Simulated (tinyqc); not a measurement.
# Worked calculation: bias-temperature instability, empirical power law with universal recovery

tinyqc, about 0.01 s, one thread, Intel Xeon 2.30GHz (shared host): `OMP_NUM_THREADS=1 python tinyqc.py 2070144 2070145 out.jsonl` Printed values are rounded.

Threshold-voltage shift at the end of a stress: dV = A (V/V0)^g exp[-(Ea q/kB)(1/T - 1/T0)] (t/1 s)^n. After a delay tr the permanent share pp stays and the rest falls by r = 1/(1 + B (tr/t)^be). An empirical model: its parameters are fits, not properties.

Inputs (values chosen for the exercise): reference stress voltage V0 = 2 V; reference temperature T0 = 398 K; shift after 1 s at V0 and T0 A = 10 mV; time exponent n = 0.19; voltage exponent g = 4.9; apparent activation energy of the shift Ea = 0.09 eV; permanent share pp = 0.19; recovery scale B = 2; recovery dispersion be = 0.23; use voltage V = 0.81 V; use temperature T = 328 K; failure criterion dc = 50 mV; delay before the measurement tr = 10 s.

Constants: q = 1.602176634e-19 C, kB = 1.380649e-23 J/K. Results are converted to the units shown.

## Shift and lifetime at use conditions

The lifetime solves dV = dc; ten years are 3.15576e8 s.

voltage factor = 0.0119270
temperature factor = 0.571192
shift after ten years = 2.80635 mV
lifetime = 3.831e7 years
largest voltage for ten years = 1.45800 V

The device passes: the shift at ten years is below dc. A lifetime beyond 100 years is a far extrapolation of the power law. In time the voltage exponent is g/n = 25.8 and the activation energy Ea/n = 0.474 eV.

## What a delayed measurement sees

t, point 0 to 2 (s): [1, 10, 100]

At V0 and T0, measured shift = dV [pp + (1 - pp) r]; the apparent exponent is the slope of ln(shift) against ln t between the first and last point.

```
point  dV (mV)  share left  measured (mV)
0           10    0.374238        3.74238
1      15.4882        0.46        7.12456
2      23.9883    0.561954        13.4803
```

apparent n = 0.278277

The delay hides 43.8 % of the last shift and raises the exponent from 0.19 to 0.278, since short stresses recover by a larger share.
